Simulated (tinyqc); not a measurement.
How errors in the targets pass to the parameters: fitting sp3s* parameters to three gaps by Newton steps.

J:
```
           Esc     Vxapc     Vpaxc
Gamma  0.69967   0.00000   0.00000
X      0.00000  -0.84922   0.00000
L      0.39579  -0.23524  -0.12404
```

The gaps at Gamma, X and L of an sp3s* model are fitted with Esc, Vxapc and Vpaxc; J holds the derivatives of the gaps by these parameters at the start. The change of each parameter for +10 meV on one target is 10 J^-1, in meV.

Shifts (meV):

| target raised | Esc | Vxapc | Vpaxc |
|---|---|---|---|
| Gamma | 14.3 | 0.0 | 45.6 |
| X | 0.0 | -11.8 | 22.3 |
| L | 0.0 | 0.0 | -80.6 |

root sum of squares (meV): Esc 14.3, Vxapc 11.8, Vpaxc 95.3

What does the comparison show?

Independent errors of 10 meV leave Vpaxc least certain (95 meV) and Vxapc best fixed (11.8 meV). The largest single entry, 81 meV, comes from the target at L.

tinyqc: `OMP_NUM_THREADS=1 python tinyqc.py 1481733 1481734 out.jsonl`; about 0.4 s, one thread, shared Intel(R) Xeon(R) Processor @ 2.30GHz.
